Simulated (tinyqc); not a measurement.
Printed widths: electron-beam lithography: double-Gaussian proximity function, edge placement and dose correction for parallel lines. Computed by tinyqc, a small Python program. Command: `OMP_NUM_THREADS=1 python tinyqc.py 3112492 3112493 out.jsonl proximity walk`. One thread of a shared host (Intel(R) Xeon(R) Processor @ 2.30GHz), about 0.01 s of CPU time with the checks.

Lines are infinitely long. Absorbed energy is counted so that the middle of a very large area written at dose 1 receives 1; the resist develops where it exceeds 1/2.

Inputs (values chosen for the exercise, of the order of those for 100 keV electrons in resist on silicon): forward range alpha = 0.01 micrometre; backscatter range beta = 29 micrometre; backscatter ratio eta = 0.45.

line widths (micrometre): 31  0.063  0.057  5.9  0.062

gaps between the lines (micrometre): 16  0.054  4.8  0.09

Method:
- The first line starts at x = 0; each next one starts after the width and the gap.
- f(r) = [exp(-r^2/alpha^2)/alpha^2 + eta exp(-r^2/beta^2)/beta^2]/(pi (1 + eta)). A line from a to b at dose d gives E(x) = d [S(alpha) + eta S(beta)]/(1 + eta), S(s) = [erf((b - x)/s) - erf((a - x)/s)]/2.
- M_ij is the mean of E at the two edges of line i from line j at dose 1.
- Uncorrected edge energies are M 1. Solve M d = 1/2 for the doses d that put the mean edge energy of every line at the threshold.
- Edges are the roots of E(x) = 1/2 between a line centre and the middle of the next gap. Three cases: dose 1 everywhere; one common dose equal to the mean of d; the corrected doses.

Lines (micrometre):
```
line  left edge  right edge   centre
1         0.000      31.000  15.5000
2        47.000      47.063  47.0315
3        47.117      47.174  47.1455
4        51.974      57.874  54.9240
5        57.964      58.026  57.9950
```

corrected doses: 1 1.01723, 2 1.14159, 3 1.14268, 4 1.21293, 5 1.23916

Width error, printed less drawn (nm):
```
line  drawn width (nm)   dose 1  mean dose  corrected
1                31000  -0.5328     2.8543   1.00e-05
2                   63  -2.9579     0.4297          0
3                   57  -2.9782     0.4099          0
4                 5900  -4.2671    -0.8357   2.30e-05
5                   62  -4.7451    -1.2932          0
```

What does the comparison show, and why?

With the common mean dose the errors span 4.1 nm. With corrected doses the largest error is below 0.01 nm.

Extremes, crossings and ranges named in words are read from the listed rows.
